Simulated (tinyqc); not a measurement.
Random telegraph noise from one oxide trap in a small MOSFET: two steps of the calculation.

An acceptor-like trap exchanges electrons with the channel. Inversion charge Q = Cox u, u = n Vt W0(exp((Vg - VT)/(n Vt))), W0 the Lambert function, n = nf, Cox = eps0 eox/tox; linear regime Id = (W/L) mu Q Vd. Relative to threshold the surface potential rises by Vt ln(u/u0) and the oxide voltage by the rest of Vg - VT, with u0 = n Vt W0(1).

Inputs (values chosen for the exercise); values of the order met in silicon transistors:
- T = 300 K (temperature)
- eox = 7.31 (relative permittivity of the gate insulator (close to silicon nitride))
- tox = 6.2 nm (insulator thickness)
- xt = 1 nm (depth of the trap from the channel interface)
- E0 = 0.13 eV (trap level above the channel Fermi level at threshold)
- s0 = 2e-16 cm^2 (capture prefactor)
- EB = 0.18 eV (capture barrier (lattice relaxation))
- lt = 0.14 nm (tunnelling decay length)
- vth = 1.2e7 cm/s (thermal velocity)
- zi = 2.5 nm (thickness of the inversion layer)
- VT = 0.44 V (threshold voltage)
- nf = 1.31 (body factor)
- W = 140 nm (gate width)
- L = 110 nm (gate length)
- mu = 350 cm^2/(V s) (mobility)
- asc = 0 V s (scattering coefficient of the charged trap)
- Vd = 0.05 V (drain voltage)
- Vg = 0.89 V (gate voltage)

Constants: q = 1.602176634e-19 C, kB = 1.380649e-23 J/K, Vt = kB T/q, eps0 = 8.8541878128e-14 F/cm where lengths are in cm. Results are converted to the units shown.

Question 1. Trap level, time constants and occupancy. N = Cox u/q; dpsi = Vt ln(u/u0); E = E0 - dpsi - (xt/tox)(Vg - VT - dpsi); capture time tc = 1/[(N/zi) vth s0 exp(-xt/lt - EB/Vt)]; emission time te = tc exp(-E/Vt); occupancy te/(tc + te).

Give: u; N; dpsi; E; tc; te; occupancy.

Answer 1.

u = 0.3691 V
N = 2.405e12 cm^-2
dpsi = 0.07641 V
E = -0.006669 eV
tc = 5.789e-5 s
te = 7.493e-5 s
occupancy = 0.5641

The trap lies 0.26 Vt below the Fermi level, so it is filled most of the time.

Question 2. Step height. A = W L; threshold step dV = q (1 - xt/tox)/(Cox A); gm/Id = 1/(u + n Vt); relative step dI/I = (gm/Id) dV + asc mu/A. Id as defined.

u = 0.36910514 V
N = 2.4049946e12 cm^-2

Wanted: electrons in the channel N A; dV; gm/Id; number part of dI/I; dI/I; Id; dI.

Answer 2.

electrons in the channel N A = 370.4
dV = 0.8358 mV
gm/Id = 2.482 1/V
number part of dI/I = 0.2074 %
dI/I = 0.2074 %
Id = 8.582 uA
dI = 17.80 nA

Range of the model: VT is taken as given; short-channel effects and the uneven flow of current among few electrons are left out.

Program tinyqc, `OMP_NUM_THREADS=1 python tinyqc.py 2710083 2710084 out.jsonl`; Intel Xeon 2.30GHz, shared host, one thread, about 0.01 s.
